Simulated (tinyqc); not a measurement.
# Ionisation ratio from the excess noise

Problem. In the local model of an avalanche photodiode F = k M + (1 - k)(2 - 1/M), k the ratio of the ionisation coefficient of the other carrier to that of the injected one. Find k and F at twice the gain.

M = 38
excess noise factor F = 3.4867895

Answer. F is linear in k: k = (F - 2 + 1/M)/(M - 2 + 1/M).

k = 0.0420
F at 2 M = 5.10

Program tinyqc, `OMP_NUM_THREADS=1 python tinyqc.py 2120063 2120064 out.jsonl`; Intel Xeon 2.30GHz, shared host, one thread, about 0.03 s.
